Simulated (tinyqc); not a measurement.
Defect-molecule model of a vacancy with Jahn-Teller distortion, step by step. Values are carried at full precision from step to step, so a last printed digit may differ when a step is redone from the rounded ones.

Four dangling hybrids a, b, c, d point into the vacancy: H_ii = E0, and -gm between any two. A tetragonal distortion Q pairs a with b and c with d: those two couplings become -gm - I Q and the other four -gm + I Q/2, at an elastic cost k Q^2/2. The a1 level holds two electrons; charge states 2+, + and 0 put n = 0, 1, 2 more into the lowest level of t2 origin. Energy from the 2+ state at Q = 0, with the Fermi level mu counted from Ev: W_n(Q) = n (et - 2 I Q) + k Q^2/2 + Uc n (n - 1)/2 - n mu. et = E0 + gm is the undistorted t2 level.

Values chosen for the exercise (of the size used for the vacancy in silicon; the results hold for these values, not for the real material): E0 = 0.08 eV (level of a dangling hybrid, from Ev); gm = 0.34 eV (coupling between two dangling hybrids); I = 1.06 eV/angstrom (Jahn-Teller coupling); k = 12.7 eV/angstrom^2 (force constant of the mode); Uc = 0.27 eV (repulsion of two electrons in one orbital); Q = 0.07 angstrom (a trial distortion).

## The molecule at a trial distortion

Fill in H at Q.

H (eV), lower triangle:
```
         a        b        c       d
a   0.0800
b  -0.4142   0.0800
c  -0.3029  -0.3029   0.0800
d  -0.3029  -0.3029  -0.4142  0.0800
```

## One-electron levels

Diagonalise. By symmetry: a + b + c + d at E0 - 3 gm, a + b - c - d at E0 + gm - 2 I Q, and the pair a - b, c - d at E0 + gm + I Q.

levels (eV): -0.9400  0.2716  0.4942  0.4942

The t2 triplet has split by 3 I Q = 0.2226 eV, and its centre has stayed.

## Relaxed charge states

Minimise W_n over Q: Q_n = 2 n I/k, gain n^2 E_JT with E_JT = 2 I^2/k. W_n at mu = 0 is n et - n^2 E_JT + Uc n (n - 1)/2.

E_JT = 0.1769 eV

States:
```
n  charge  Q_n (angstrom)  gain (eV)  W_n (eV)
0      2+          0.0000     0.0000    0.0000
1       +          0.1669     0.1769    0.2431
2       0          0.3339     0.7078    0.4022
```

## Transition levels and the effective U

From the energies W_n of the relaxed states with n = 0, 1, 2 electrons: E(2+/+) = W1 - W0, E(+/0) = W2 - W1, U_eff = E(+/0) - E(2+/+), E(2+/0) = (W2 - W0)/2.

levels above Ev (eV): (2+/+) 0.2431, (+/0) 0.1592, (2+/0) 0.2011

U_eff = -0.0839 eV

U_eff < 0: the second electron is bound more strongly than the first, the + state is never the lowest, and the charge changes by two at 0.2011 eV.

## Vertical against thermal levels

At fixed Q the level for adding the first electron is et - 2 I Q. Capture into 2+ at Q0 = 0 costs et; removal from + at Q1 = 2 I/k takes place at et - 2 E_JT, E_JT = 2 I^2/k; the thermal level lies between, and the Franck-Condon shift is E_JT on each side. et = E0 + gm.

levels (eV): vertical at Q0 0.4200, thermal 0.2431, vertical at Q1 0.0661

Stokes shift = 0.3539 eV

## Checks

- W2 from the formula against a numerical minimum over Q with the level from H(Q): both 0.40222.

Program tinyqc; command `OMP_NUM_THREADS=1 python tinyqc.py 1451675 1451676 out.jsonl`; about 0.01 s on one thread of a shared Intel(R) Xeon(R) Processor @ 2.30GHz.
